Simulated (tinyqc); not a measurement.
Worked calculation: Landau levels of a parabolic two-dimensional band. Values are carried at full precision from step to step, so a last printed digit may differ when a step is redone from the rounded ones.

In a field B along z: l = 1/sqrt((e/hbar) B) is the magnetic length, n_B = B/(h/e) the number of states per area in one level, hbar wc = 2 muB B/m for mass m in m0; 1/angstrom^2 = 1e16/cm^2.

Constants: e/hbar = 1.519267448e-05 1/(T angstrom^2); h/e = 413566.7697 T angstrom^2; hbar^2/2m0 = 3.80998211 eV angstrom^2; muB = 5.788381798e-05 eV/T; e^2/h = 3.874045865e-05 S.

Values chosen for the exercise (near those of a two-dimensional electron gas in GaN; shifted at random, so the results belong to these values and not to a real crystal):

| symbol | value | unit | meaning |
|---|---|---|---|
| B | 2.2 | T | magnetic field |
| n | 4.8 | x 1e11/cm^2 | electron sheet density |
| m | 0.1931 | m0 | mass |
| gs | 2.03 |  | g factor |
| gv | 1 |  | valleys |

## Scales set by the field

Give l, n_B and the filling factor nu = n/n_B.

l = 172.97 angstrom
n_B = 0.5320 x 1e11/cm^2
nu = 9.023

## The lowest levels

E(N, s) = (N + 1/2) hbar wc + s gs muB B with s = +/-1/2.

List the eight lowest, in meV, with the gap to the next.

Levels:

| label | E (meV) | gap above (meV) |
|---|---|---|
| 0- | 0.530 | 0.259 |
| 0+ | 0.789 | 1.060 |
| 1- | 1.849 | 0.259 |
| 1+ | 2.108 | 1.060 |
| 2- | 3.168 | 0.259 |
| 2+ | 3.427 | 1.060 |
| 3- | 4.487 | 0.259 |
| 3+ | 4.746 | 1.060 |

The largest of these gaps, 1.06 meV, first occurs above level 0+ and is kB T at 12 K.

## Fields of the Hall plateaus

A plateau is centred where nu = n/n_B equals 1, 2, 3, 4, 5, 6; there rho_xy = h/(nu e^2).

Plateaus:

| nu | B (T) | 1/B (1/T) | rho_xy (kohm) |
|---|---|---|---|
| 1 | 19.851 | 0.0504 | 25.8128 |
| 2 | 9.926 | 0.1007 | 12.9064 |
| 3 | 6.617 | 0.1511 | 8.6043 |
| 4 | 4.963 | 0.2015 | 6.4532 |
| 5 | 3.970 | 0.2519 | 5.1626 |
| 6 | 3.309 | 0.3022 | 4.3021 |

These counts hold wherever the levels are resolved.

## Checks

- Level spacing from finite differences in the Landau gauge against hbar wc, meV: both 1.32.

Program tinyqc; command `OMP_NUM_THREADS=1 python tinyqc.py 1280708 1280709 out.jsonl`; about 0.01 s on one thread of a shared Intel(R) Xeon(R) Processor @ 2.30GHz.
